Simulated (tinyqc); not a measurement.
Along the matched line: quaternary alloy A(x)B(1-x)C(y)D(1-y) matched to a substrate.

Q(x,y) = x y Q_AC + x (1 - y) Q_AD + (1 - x) y Q_BC + (1 - x)(1 - y) Q_BD for the lattice constant. Gap, rule 1: Q(x,y) - x (1 - x)[y C_ABC + (1 - y) C_ABD] - y (1 - y)[x C_ACD + (1 - x) C_BCD]. Rule 2 (mean of ternaries): {x (1 - x)[y T_ABC(x) + (1 - y) T_ABD(x)] + y (1 - y)[x T_ACD(y) + (1 - x) T_BCD(y)]}/{x (1 - x) + y (1 - y)}, T_ABC(x) = x E_AC + (1 - x) E_BC - C_ABC x (1 - x), T_ACD(y) = y E_AC + (1 - y) E_AD - C_ACD y (1 - y), and alike. Only the Gamma valley is followed.

Matching a(x,y) = a_s gives x = (a_s - y a_BC - (1 - y) a_BD)/(y (a_AC - a_BC) + (1 - y)(a_AD - a_BD)).
Constants: hc = 1239.841984 eV nm.

Inputs chosen for the exercise (AC, AD, BC, BD near GaAs, GaSb, InAs and InSb; substrate near InP; the results hold for these values, not for the real material):
- a = (5.661, 6.101, 6.055, 6.47) angstrom (lattice constants of AC, AD, BC, BD)
- Eg = (1.541, 0.805, 0.42, 0.236) eV (gaps at Gamma of AC, AD, BC, BD)
- Cb = (0.435, 0.376, 1.57, 0.607) eV (bowing of ABC, ABD, ACD, BCD)
- a_s = 5.873 angstrom (substrate)

x follows from y.

Results:
```
y,x,bilinear (eV),rule 1 (eV),rule 2 (eV),wavelength 1 (nm),wavelength 2 (nm)
0.53,0.9864,1.1834,0.7901,0.8151,1569,1521
0.59,0.9177,1.1656,0.7739,0.8834,1602,1403
0.70,0.7930,1.1224,0.7661,0.9308,1618,1332
0.76,0.7258,1.0933,0.7713,0.9357,1607,1325
0.82,0.6591,1.0602,0.7816,0.9300,1586,1333
0.88,0.5928,1.0232,0.7955,0.9135,1558,1357
0.93,0.5380,0.9895,0.8091,0.8894,1532,1394
0.99,0.4728,0.9455,0.8267,0.8410,1500,1474
```

Give the missing row, y = 0.64.

Computed row:
```
y          x  bilinear (eV)  rule 1 (eV)  rule 2 (eV)  wavelength 1 (nm)  wavelength 2 (nm)
0.64  0.8608         1.1476       0.7672       0.9130               1616               1358
```

The matched alloys span 0.766 to 0.827 eV by rule 1, with the lowest value inside the range, at y = 0.70. Along the line dx/dy is -1.146 between the first two rows and -1.088 between the last two. In energy the two rules differ most at y = 0.70, by 165 meV (286 nm there), which measures how far the ternary data leave the interior open. Miscibility gaps are not considered.

Program tinyqc; command `OMP_NUM_THREADS=1 python tinyqc.py 1081571 1081572 out.jsonl`; about 0.01 s on one thread of a shared Intel(R) Xeon(R) Processor @ 2.30GHz.
